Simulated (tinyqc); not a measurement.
Worked calculation: CID on RHF in the 6-31g basis, for He, spin multiplicity 1. One step of it, computed by the program tinyqc.

Problem. Iteration 4 (converged): orbitals. Diagonalise F' = X^T F X, C = X C', fill 1 alpha and 1 beta electrons from the bottom; D = 2 C_occ C_occ^T. Each column has its largest component positive (the first on a tie).

converged F (hartree):
```
,1He 1s,1He 2s
1He 1s,-0.549218,-1.000372
1He 2s,-1.000372,-0.429150
```

X:
```
,1He 1s,1He 2s
1He 1s,1.217774,-0.435508
1He 2s,-0.435508,1.217774
```

Give: F' = X^T F X; orbital energies; coefficients C; D after iteration 4.

Solution.

F' = X^T F X (hartree):
```
,1,2
1,0.1652,-1.1544
2,-1.1544,0.3205
```

orbital energies (hartree): MO1 -0.9141, MO2 1.3999

coefficients C:
```
,MO1,MO2
1He 1s,0.5921,-1.1498
1He 2s,0.5136,1.1870
```

D after iteration 4:
```
,1He 1s,1He 2s
1He 1s,0.7011,0.6082
1He 2s,0.6082,0.5275
```
